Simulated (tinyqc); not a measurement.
What each parameter does: three-band (Emery) model of a CuO2 plane downfolded to one band.

Electron picture, d at 0 and the oxygen p orbitals at -D; sx = sin(kx a/2), sy = sin(ky a/2). H = [[0, 2 tpd sx, -2 tpd sy], [., -D, -4 tpp sx sy], [., ., -D]], real and symmetric. The top (antibonding) band crosses the Fermi level.

Inputs chosen for the exercise (out of a larger set: of the size used for cuprate planes; not measured data):
- D = 1.9 eV (ed - ep)
- tpd = 1.36 eV (d-p hopping)
- tpp = 0.64 eV (p-p hopping)

Top band at (1,1), (1,0) and (1/2,1/2) in pi/a, and its d weight at (1/2,1/2).

One parameter was then changed.

Results before and after:
```
case     E(1,1) (eV)  E(1,0) (eV)  E(1/2,1/2) (eV)  d weight
base          4.1908       1.9311           2.4276    0.5566
changed       4.0540       1.9311           2.3716    0.5681
```

Which of these changes was made? (a) tpp = 0.576 eV; (b) tpd = 1.224 eV; (c) D = 1.71 eV.
Answer: (a) tpp = 0.576 eV. Of the candidates, run in turn, only this one gives the changed row.

All candidates:
```
case            E(1,1) (eV)  E(1,0) (eV)  E(1/2,1/2) (eV)  d weight
base                 4.1908       1.9311           2.4276    0.5566
D = 1.71 eV          4.2951       1.9962           2.5135    0.5394
tpd = 1.224 eV       3.8077       1.6759           2.1576    0.5628
tpp = 0.576 eV       4.0540       1.9311           2.3716    0.5681
```

At (1,0) sy = 0, so tpp does not enter.

Run: tinyqc, `OMP_NUM_THREADS=1 python tinyqc.py 1451493 1451494 out.jsonl`; Intel(R) Xeon(R) Processor @ 2.30GHz, one thread, shared host; about 0.02 s of CPU time with all checks.
